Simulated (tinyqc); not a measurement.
Surface Green function of a chain with one s and one p orbital a site, Sancho-Rubio decimation: densities of states against energy.

A semi-infinite lead of cells 0, 1, 2, ... with H0 inside a cell and H1 = <cell i|H|cell i + 1>. H1 = [[-vss, vsp], [-vsp, vpp]]. z = E + i eta.

Start with e_s = e = H0, a = H1, b = H1^dagger. Each round: g = (z - e)^(-1); e_s <- e_s + a g b; e <- e + a g b + b g a; a <- a g a; b <- b g b (all with the old a, b). Round k joins cells 2^k apart. Stop when the largest entry of the matrices a and b is below 1e-12 eV; g_s = (z - e_s)^(-1), bulk (z - e)^(-1), density of states -Im Tr/pi. Here eta = 0.01 eV. Open modes are the crossings of E with the bands of H0 + H1 exp(ik) + H1^dagger exp(-ik) for 0 < k < pi.

H0 (eV):

|  | s | p |
|---|---|---|
| s | -0.46 | 0 |
| p | 0 | 2.48 |

H1 (eV):

|  | s | p |
|---|---|---|
| s | -1 | 1.2 |
| p | -1.2 | 1.07 |

Result of one run:

| E (eV) | open modes | rounds | surface (1/eV) | bulk (1/eV) |
|---|---|---|---|---|
| -2 | 1 | 12 | 0.41945 | 0.39309 |

What becomes of these results when the energy E is changed from -2 to 0.13 eV, all else the same?

Result of the changed run:

| E (eV) | open modes | rounds | surface (1/eV) | bulk (1/eV) |
|---|---|---|---|---|
| 0.13 | 1 | 12 | 0.10575 | 0.22881 |

The whole series:

| E (eV) | open modes | rounds | surface (1/eV) | bulk (1/eV) |
|---|---|---|---|---|
| -2.71 | 0 | 5 | 0.0040291 | 0.013157 |
| -2 | 1 | 12 | 0.41945 | 0.39309 |
| -1.29 | 1 | 12 | 0.31149 | 0.22770 |
| -0.58 | 1 | 13 | 0.20374 | 0.18850 |
| 0.13 | 1 | 12 | 0.10575 | 0.22881 |
| 0.83 | 0 | 7 | 0.093335 | 0.0027278 |
| 2.25 | 1 | 13 | 0.16601 | 0.17875 |
| 2.96 | 1 | 13 | 0.24684 | 0.19202 |
| 3.67 | 1 | 12 | 0.33828 | 0.25108 |
| 4.37 | 1 | 11 | 0.34422 | 0.54803 |
| 5.08 | 0 | 5 | 0.0019063 | 0.0046270 |

The bands of the infinite lead run over -2.46 to 0.340, 1.54 to 4.62 eV. The rounds lie between 5 and 13, 5.7 on average outside the bands and 12.2 inside. The surface density of states is largest at E = -2 eV among the rows (0.419 1/eV, bulk 0.393).

Computed by the program tinyqc: `OMP_NUM_THREADS=1 python tinyqc.py 2680005 2680006 out.jsonl`, one thread of a shared Intel Xeon 2.30GHz, about 0.01 s for the whole run.
